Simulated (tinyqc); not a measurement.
Interlayer thickness: switching kinetics of a ferroelectric film and the memory window of a ferroelectric gate stack. Computed by tinyqc, a small Python program. Command: `OMP_NUM_THREADS=1 python tinyqc.py 3013896 3013897 out.jsonl feswitch walk`. One thread of a shared host (Intel(R) Xeon(R) Processor @ 2.30GHz), about 0.01 s of CPU time with the checks.

Fields in MV/cm; 1 microcoulomb/cm^2 over eps_0 is 11.29409 MV/cm. In the stack (metal, ferroelectric, interlayer, channel) the channel is taken as a conductor.

Inputs (values chosen for the exercise, for a model film):
```
quantity                                 value               unit
saturation polarisation P_s                 25  microcoulomb/cm^2
ratio P_r/P_s                             0.85                  -
coercive field E_c                         1.5              MV/cm
permittivity of the ferroelectric eps_F     43                  -
thickness t_F                               16                 nm
permittivity of the interlayer eps_I       7.5                  -
share s of P screened by trapped charge   0.51                  -
pulse height V                             4.8                  V
breakdown field of the interlayer           12              MV/cm
```

Method. Series stack: V = E_F t_F + E_I t_I and eps_I E_I = eps_F E_F + (1 - s) P/eps_0. E_I is for P = +P_s at the pulse height, the depolarising field for P = +P_r at V = 0; V needed puts E_F = 1.5 E_c after switching.

Stack against t_I:
```
t_I (nm)  E_F after (MV/cm)  E_I (MV/cm)  depolarising field / E_c  V needed (V)
0.3                  2.3965       32.187                   0.17697         4.540
0.5                  2.0553       30.231                   0.27703         5.167
0.8                  1.6148       27.705                   0.40622         6.108
1.2                  1.1304       24.928                   0.54825         7.362
1.6                  0.7343       22.657                   0.66441         8.616
2.0                  0.4043       20.765                   0.76116         9.869
3.0                 -0.2211       17.179                   0.94458        13.004
```

What does the comparison show, and why?

Each nanometre of interlayer costs 3.13 V, against 0.22 V for a nanometre of ferroelectric. The depolarising field grows from 0.18 to 0.94 E_c. At E_F = 1.5 E_c the interlayer carries (1.5 eps_F E_c + (1 - s) P_s/eps_0)/eps_I = 31.3 MV/cm whatever its thickness, above its breakdown field of 12 MV/cm, so the voltages in the last column could not be applied without breakdown. Caution: rows with E_I above the breakdown field of the interlayer cannot be reached without charge injection. Caution: where E_F after switching is below E_c the switching stalls before P_s, and where the depolarising field exceeds E_c the state switches back, so those rows describe states that are not held.
